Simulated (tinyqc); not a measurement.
MOS capacitor with interface traps: C-V stretch-out, conductance peak and subthreshold swing: one step, computed by the program tinyqc.

Energies at the interface are counted from the valence band. psi > 0 means bending towards depletion, so the surface potential is -psi. Boltzmann statistics, full ionisation, no quantum confinement. Traps are neutral when filled up to E_n, with a sharp (zero-temperature) occupation.

Question. Conductance peak. v = sqrt(3 k_B T/m) with the majority mass; surface density n_s = N exp(-psi/k_B T); tau = 1/(sigma v n_s); for a continuum of levels G_p/omega = C_it ln(1 + omega^2 tau^2)/(2 omega tau), which peaks at omega tau = 1.98, the frequency 1.98/(2 pi tau); potential fluctuations are left out.

Inputs (values chosen for the exercise, modelled on germanium, with an insulator like Al2O3):
```
quantity                              value   unit
electron mass m_e                     0.226    m_0
doping N                            1.5e+15  cm^-3
capture cross-section sigma           9e-16   cm^2
band bending towards depletion psi     0.18      V
temperature T                           200      K
```

Substrate: n-type. Trap spectrum: U-shaped.

k_B T = 0.01723467 eV

C_it = 1.056511 microF/cm^2

Constants: k_B = 1.380649e-23 J/K; m_0 = 9.1093837015e-31 kg.

Give: v; n_s; trap time constant; peak frequency; peak of G_p/omega.

Answer.

v = 2.006e+07 cm/s

n_s = 4.368e+10 cm^-3

trap time constant = 0.001268 s

peak frequency = 248.5 Hz

peak of G_p/omega = 0.4251 microF/cm^2

Caution: near and beyond midgap the traps also exchange with the minority band, so this majority-carrier time constant and peak do not apply.
